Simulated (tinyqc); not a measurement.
Thermionic emission over a Gaussian spread of barriers: two steps of the calculation.

Metal on an n-type semiconductor with one parabolic valley; V > 0 is forward bias (metal positive). Patches of barrier height b are spread as a Gaussian with mean phi - r2 V and variance sg^2 + r3 V; each carries A* T^2 exp(-b/Vt) [exp(V/Vt) - 1].

Parameters, values chosen for the exercise; band and dielectric values close to those of silicon:
```
symbol,value,unit,meaning
T,250,K,temperature
me,0.255,m0,electron mass
phi,0.69,eV,barrier height seen from the metal
sg,0.051,eV,standard deviation of the barrier heights
r2,-0.004,,"shift of the mean barrier per volt, with its sign reversed (rho2)"
r3,-0.0019,V,change of sg^2 per volt (rho3)
V,0.13,V,bias
nb,9,,barrier heights sampled
```

Constants: q = 1.602176634e-19 C, kB = 1.380649e-23 J/K, h = 6.62607015e-34 J s, m0 = 9.1093837015e-31 kg, Vt = kB T/q. Results are converted to the units shown.

Problem 1. Apparent barrier, ideality and current. A* = 4 pi q me m0 kB^2/h^3 (times 1e-4 for A/(cm^2 K^2)). The mean of exp(-b/Vt) gives the apparent barrier phi_ap(V) = phi - r2 V - (sg^2 + r3 V)/(2 Vt), J = A* T^2 exp(-phi_ap/Vt) [exp(V/Vt) - 1], and 1/n = 1 + r2 + r3/(2 Vt).

Find: A*; phi_ap(0); phi_ap(V); n; J.

Solution 1.

A* = 30.64 A/(cm^2 K^2)
phi_ap(0) = 0.6296 eV
phi_ap(V) = 0.6359 eV
n = 1.051
J = 1.211e-4 A/cm^2

Problem 2. The same mean by Simpson's rule. With mean mu and deviation s at this bias, take nb equally spaced b from mu - s^2/Vt - 3.5 s to mu + s, the Gaussian density g(b) and y = g exp(-(b - mu)/Vt); the integral I of y gives phi_ap = mu - Vt ln I.

Find: b; g; y; I; phi_ap.

Solution 2.

| point | b (eV) | g (1/eV) | y (1/eV) |
|---|---|---|---|
| 0 | 0.41144 | 5.3740e-7 | 0.22716 |
| 1 | 0.45239 | 4.8312e-5 | 3.0519 |
| 2 | 0.49334 | 0.0021303 | 20.111 |
| 3 | 0.53429 | 0.046072 | 65.002 |
| 4 | 0.57524 | 0.48873 | 103.05 |
| 5 | 0.61619 | 2.5429 | 80.129 |
| 6 | 0.65714 | 6.4895 | 30.560 |
| 7 | 0.69809 | 8.1231 | 5.7168 |
| 8 | 0.73904 | 4.9872 | 0.52454 |

I = 12.610
phi_ap = 0.63592 eV

Range of the model: One isotropic valley is assumed; bands with several valleys have a larger Richardson constant and Nc.

Computed by the program tinyqc: `OMP_NUM_THREADS=1 python tinyqc.py 2640056 2640057 out.jsonl`, one thread of a shared Intel Xeon 2.30GHz, about 0.01 s for the whole run.
